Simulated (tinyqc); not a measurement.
Worked calculation: coherent transport through a tight-binding region between two chains. Computed by tinyqc, a small Python program that keeps every step. Settings: temperature = 77, mu = -0.18. Command: `OMP_NUM_THREADS=1 python tinyqc.py 24258 24259 out.jsonl` (the two numbers bound the seeds that draw the settings). One thread of a shared host (Intel(R) Xeon(R) Processor @ 2.60GHz), about 0.08 s of CPU time with the checks.

## Transmission at E = -0.13 eV

H of the central region (eV):
```
         1        2        3        4        5
1   0.0000  -0.4600   0.0000   0.0000   0.0000
2  -0.4600   1.2700  -1.4400   0.0000   0.0000
3   0.0000  -1.4400   1.2700  -1.9100   0.0000
4   0.0000   0.0000  -1.9100   1.2700  -2.0000
5   0.0000   0.0000   0.0000  -2.0000   0.0000
```

Leads: semi-infinite chains with site energy 0:
```
parameter                           value
lead hopping t (eV)              1.250000
coupling to the left lead (eV)   0.270000
coupling to the right lead (eV)  1.370000
left contact site                       1
right contact site                      5
```

E = -0.1300 eV

Surface Green function g = (E - i sqrt(4 t^2 - E^2)) / (2 t^2); self-energy tc^2 g on each contact site; G = (E - H - Sigma)^(-1); Gamma = -2 Im Sigma; T = Gamma_L Gamma_R |G_LR|^2; local density of states -Im G_ii / pi.

g = -0.0416-0.7989i 1/eV

G (1/eV):
```
                 1                2                3                4
1  -1.2810-4.3359i   1.2714-1.0346i   1.6453+0.3792i   0.2474+1.0580i
2   1.2714-1.0346i   0.2199-0.4465i   0.5021-0.1036i   0.2022+0.2607i
3   1.6453+0.3792i   0.5021-0.1036i  -0.0374-0.2219i   0.1176-0.0845i
4   0.2474+1.0580i   0.2022+0.2607i   0.1176-0.0845i  -0.0663-0.2585i
5  -1.3980+0.3784i  -0.3380+0.2815i   0.1180+0.1528i   0.3413-0.1002i

                 5
1  -1.3980+0.3784i
2  -0.3380+0.2815i
3   0.1180+0.1528i
4   0.3413-0.1002i
5   0.1262-0.2160i
```

local density of states (1/eV): 1.3802  0.1421  0.0706  0.0823  0.0688

transmission = 0.7328

## Transmission across the band

The same steps on a grid of energies.

T(E):
```
E (eV)            T
-2.375000  8.33e-05
-2.137500  2.17e-04
-1.900000  4.70e-04
-1.662500    0.0010
-1.425000    0.0025
-1.187500    0.0066
-0.950000    0.0197
-0.712500    0.0637
-0.475000    0.1991
-0.237500    0.5291
0.000000     0.7693
0.237500     0.2937
0.475000     0.1018
0.712500     0.0458
0.950000     0.0253
1.187500     0.0162
1.425000     0.0118
1.662500     0.0096
1.900000     0.0089
2.137500     0.0094
2.375000     0.0074
```

levels of the isolated region (eV): -2.0480  -0.3566  0.1838  1.9750  4.0558

## Current

I = (2e/h) int T(E) [f(E - mu - V/2) - f(E - mu + V/2)] dE at 77 K with mu = -0.18 eV, the bias not changing H; 2e^2/h = 77.48092 microsiemens; the integral runs over the band on 4001 points.

Current:
```
V (volt)  I (microampere)
0.0100             0.4972
0.0500             2.4847
0.1000             4.9622
0.2000             9.8520
0.4000            18.8223
0.8000            30.0329
```
